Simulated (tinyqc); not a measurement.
## Four-point probe at the centre of a round wafer

Four collinear probes with spacing s at the centre of a thin disc of diameter d with an insulating edge: Rs = C V/I, C = pi/{ln 2 + ln[((d/s)^2 + 3)/((d/s)^2 - 3)]}; C tends to pi/ln 2 = 4.5324. x = d/s.

Parameters, values chosen for the exercise: sheet density of the layer ns = 1.1e12 cm^-2; drift mobility mu = 600 cm^2/(V s); current I = 1000 uA.

Constants: q = 1.602176634e-19 C. Results are converted to the units shown.

Result of one run:
```
C	C over its limit	V for Rs = 1/(q ns mu) (mV)
4.528	0.9991	2088
```

Which ratio d/s x gave this result: 5, 7.5, 15 or 100?

x = 100.

The whole series:
```
x	C	C over its limit	V for Rs = 1/(q ns mu) (mV)
3.5	2.633	0.5810	3591
4	2.929	0.6462	3229
5	3.362	0.7419	2812
7.5	3.927	0.8665	2408
10	4.171	0.9203	2267
15	4.364	0.9630	2167
20	4.436	0.9788	2132
40	4.508	0.9946	2098
100	4.528	0.9991	2088
```

C rises from 2.633 to 4.528. Using 4.5324 overstates Rs by 72.1 % in the first row and by under 1 % from d/s = 40 on among the rows.

tinyqc, about 0.01 s, one thread, Intel Xeon 2.30GHz (shared host): `OMP_NUM_THREADS=1 python tinyqc.py 2850106 2850107 out.jsonl`
